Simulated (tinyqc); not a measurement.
Shortcuts against the integral: sheet resistance and Hall data of a diffused or implanted layer. Computed by tinyqc, a small Python program. Command: `OMP_NUM_THREADS=1 python tinyqc.py 3028481 3028482 out.jsonl layer walk`. One thread of a shared host (Intel(R) Xeon(R) Processor @ 2.30GHz), about 0.01 s of CPU time with the checks.

Carriers are taken equal to the net active doping down to the junction (full ionisation, which deep dopants in wide-gap hosts do not reach; no spill-over, no depletion), and the Hall factor is 1.

Inputs (values chosen for the exercise, modelled on nitrogen in 4H-SiC):
```
quantity                                 value        unit
mu_min                                    38.3  cm^2/(V s)
mu_max                                     964  cm^2/(V s)
N_ref                                  1.9e+17      1/cm^3
exponent alpha                             0.6           -
peak concentration N_0                 2.7e+19      1/cm^3
length scale l                             150          nm
background doping N_B (opposite type)  4.1e+15      1/cm^3
```

Profile: Gaussian at the surface. Activation: complete.

Constants: e = 1.602176634e-19 C.

Method:
- N(x) = N_0 exp(-x^2/l^2), dose N_0 l sqrt(pi)/2, junction x_j = l sqrt(ln(N_0/N_B)).
- Mobility mu = mu_min + (mu_max - mu_min)/(1 + (N_t/N_ref)^alpha), N_t = active doping + N_B; carriers n = active doping - N_B, all dopants active.
- Integrals from x_0 (0 unless stated) to x_j by the midpoint rule on 400 even intervals: 1/R_s = e int n mu dx; sheet density n_s = int n dx; Hall sheet density (int n mu dx)^2/int n mu^2 dx; Hall mobility int n mu^2 dx/int n mu dx.
- Mean conductivity 1/(R_s x_j); mean mobility 1/(e n_s R_s).
- Shortcuts: R_s = 1/(e Q mu) with the dose Q and the mobility at the (active) peak concentration; 1/(e n_s mu) with mu at N_t = n_s/x_j + N_B; 1/(e Q mu_max).

sheet resistance R_s = 168.500 ohm

dose = 3.58922e+14 1/cm^2

sheet density n_s = 3.58730e+14 1/cm^2

junction depth x_j = 444.785 nm

Sheet resistances:
```
method                                   R_s (ohm)  deviation (%)
integral                                    168.50          0.000
dose, mobility at the peak                  208.76         23.891
n_s, mobility at the mean concentration     137.41        -18.452
dose, mu_max                                 18.04        -89.294
```

What follows from these numbers?

The closest shortcut is «n_s, mobility at the mean concentration» (-18.5 %). The peak mobility is the lowest in the layer, so with full activation it overestimates R_s.

Extremes, crossings and ranges named in words are read from the listed rows.
